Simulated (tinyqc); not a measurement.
p-n diode with diffusion and depletion-layer recombination: two steps of the calculation.

Abrupt junction in the depletion approximation, low injection, full ionisation, neutral widths fixed, ohmic contact on the p side. Vj is the junction voltage; where a series resistance Rs is given, V = Vj + J Rs is the terminal voltage.

Parameters, values chosen for the exercise; band and dielectric values those of a made-up semiconductor: temperature T = 250 K; band gap Eg = 1.4 eV; relative permittivity eps_r = 14.1; conduction-band density of states at T Nc = 3.26e17 cm^-3; valence-band density of states at T Nv = 8.67e18 cm^-3; acceptor density Na = 2.1e16 cm^-3; donor density Nd = 1.5e15 cm^-3; electron mobility in the p side mun = 5000 cm^2/(V s); hole mobility in the n side mup = 180 cm^2/(V s); electron lifetime tn = 2e-7 s; hole lifetime tp = 1e-8 s; neutral width of the p side wp = 6.9 um; neutral width of the n side wn = 14 um; recombination velocity at the n contact Sp = 1e7 cm/s; trap level above the intrinsic level Et = 0 eV; junction voltage at which recombination is evaluated Vj = 0.79 V.

Constants: q = 1.602176634e-19 C, kB = 1.380649e-23 J/K, Vt = kB T/q, eps0 = 8.8541878128e-14 F/cm where lengths are in cm. Results are converted to the units shown.

Task 1. Diffusion lengths and saturation currents. ni = sqrt(Nc Nv) exp(-Eg/(2 Vt)), Eg in volts; D = mu Vt; Ln = sqrt(Dn tn), Lp = sqrt(Dp tp); J0n = q ni^2 Dn coth(wp/Ln)/(Ln Na); J0p = (q ni^2 Dp/(Lp Nd)) (s + tanh(wn/Lp))/(1 + s tanh(wn/Lp)), s = Sp Lp/Dp.

Give: ni; Ln; Lp; J0n; J0p.

Result 1.

ni = 13009 cm^-3
Ln = 46.415 um
Lp = 1.9692 um
J0n = 2.0304e-22 A/cm^2
J0p = 3.5595e-22 A/cm^2

wp/Ln = 0.15 and wn/Lp = 7.1; holes carry 63.7 % of the diffusion current.

Task 2. Recombination in the depleted layer. ni = sqrt(Nc Nv) exp(-Eg/(2 Vt)), Eg in volts. Vbi = Vt ln(Na Nd/ni^2), W = sqrt(2 eps0 eps_r (Vbi - Vj)(1/Na + 1/Nd)/q), xp = W Nd/(Na + Nd), xn = W Na/(Na + Nd); u(x) = q Na (x + xp)^2/(2 eps0 eps_r) for x < 0 and Vbi - Vj - q Nd (xn - x)^2/(2 eps0 eps_r) for x > 0; p = Na exp(-u/Vt), n = Nd exp((u - Vbi + Vj)/Vt); U = ni^2 (exp(Vj/Vt) - 1)/(tp (n + ni exp(Et/Vt)) + tn (p + ni exp(-Et/Vt))); J_scr = q times the integral of U from -xp to xn. Trapezoid rule on 12 equal steps.

Give: W; x; u; n; p; U; J_scr.

Result 2.

W = 636.82 nm
x, point 0 to 12 (nm): [-42.45, 10.61, 63.68, 116.75, 169.82, 222.89, 275.95, 329.02, 382.09, 435.16, 488.23, 541.29, 594.36]
u, point 0 to 12 (V): [0.00000, 0.03632, 0.09325, 0.14475, 0.19083, 0.23149, 0.26673, 0.29654, 0.32094, 0.33991, 0.35347, 0.36160, 0.36431]
n, point 0 to 12 (cm^-3): [6.7914e7, 3.6659e8, 5.1488e9, 5.6226e10, 4.7740e11, 3.1517e12, 1.6178e13, 6.4565e13, 2.0035e14, 4.8339e14, 9.0681e14, 1.3227e15, 1.5000e15]
p, point 0 to 12 (cm^-3): [2.1000e16, 3.8904e15, 2.7699e14, 2.5365e13, 2.9874e12, 4.5252e11, 8.8159e10, 2.2089e10, 7.1185e9, 2.9504e9, 1.5728e9, 1.0783e9, 9.5079e8]
U, point 0 to 12 (cm^-3 s^-1): [3.3957e14, 1.8330e15, 2.5744e16, 2.8110e17, 2.3681e18, 1.1688e19, 7.9495e18, 2.1939e18, 7.1134e17, 2.9500e17, 1.5727e17, 1.0783e17, 9.5078e16]
J_scr = 2.1960e-5 A/cm^2

tinyqc, about 0.01 s, one thread, Intel Xeon 2.30GHz (shared host): `OMP_NUM_THREADS=1 python tinyqc.py 2260040 2260041 out.jsonl`
